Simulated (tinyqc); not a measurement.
Jacobi rotations on a symmetric matrix, step by step. Computed by tinyqc, a small Python program that keeps every step. Settings: method = jacobi. Command: `OMP_NUM_THREADS=1 python tinyqc.py 23901 23902 out.jsonl` (the two numbers bound the seeds that draw the settings). One thread of a shared host (Intel(R) Xeon(R) Processor @ 2.60GHz), about 0.01 s of CPU time with the checks.

## Jacobi rotation 1

A, lower triangle:
```
           1          2         3         4
1   0.092000
2   0.172000   0.506000
3   0.120000   0.462000  1.854000
4  -0.399000  -0.312000  0.541000  2.928000
```

Take the largest off-diagonal element A_pq; tan 2 theta = 2 A_pq / (A_qq - A_pp) with |theta| <= pi/4; A' = J^T A J with J_pp = J_qq = cos, J_pq = sin, J_qp = -sin.

p, q, theta (rad): 3.000000  4.000000  0.394554

A', lower triangle:
```
           1          2         3         4
1   0.092000
2   0.172000   0.506000
3   0.264154   0.546435  1.628734
4  -0.322216  -0.110437  0.000000  3.153266
```

## Jacobi rotation 2

As before.

p, q, theta (rad): 2.000000  3.000000  0.385960

A', lower triangle:
```
           1          2          3         4
1   0.092000
2   0.059907   0.283961
3   0.309472   0.000000   1.850772
4  -0.322216  -0.102313  -0.041574  3.153266
```

## Jacobi rotation 3

As before.

p, q, theta (rad): 1.000000  4.000000  -0.103741

A', lower triangle:
```
          1          2          3         4
1  0.058452
2  0.048989   0.283961
3  0.303503   0.000000   1.850772
4  0.000000  -0.107967  -0.073398  3.186814
```

## All rotations

The off-diagonal norm falls at every rotation.

Rotations:

| step | p | q | theta | off-diagonal norm |
|---|---|---|---|---|
| 1 | 3 | 4 | 0.394554 | 1.01e+00 |
| 2 | 2 | 3 | 0.385960 | 6.56e-01 |
| 3 | 1 | 4 | -0.103741 | 4.72e-01 |
| 4 | 1 | 3 | 0.163273 | 1.97e-01 |
| 5 | 2 | 4 | -0.037125 | 1.25e-01 |
| 6 | 3 | 4 | -0.056092 | 7.08e-02 |
| 7 | 1 | 2 | 0.172379 | 1.61e-02 |
| 8 | 1 | 4 | 0.003134 | 7.76e-03 |
| 9 | 2 | 3 | 0.003284 | 2.10e-03 |
| 10 | 2 | 4 | 0.000497 | 4.85e-04 |
| 11 | 1 | 3 | -0.000181 | 7.07e-06 |
| 12 | 3 | 4 | 2.82e-06 | 4.80e-06 |
| 13 | 1 | 2 | -0.000012 | 2.24e-09 |
| 14 | 2 | 3 | -7.50e-10 | 1.45e-09 |
| 15 | 1 | 4 | -3.21e-10 | 2.01e-14 |

eigenvalues: -0.000065  0.288420  1.896708  3.194936
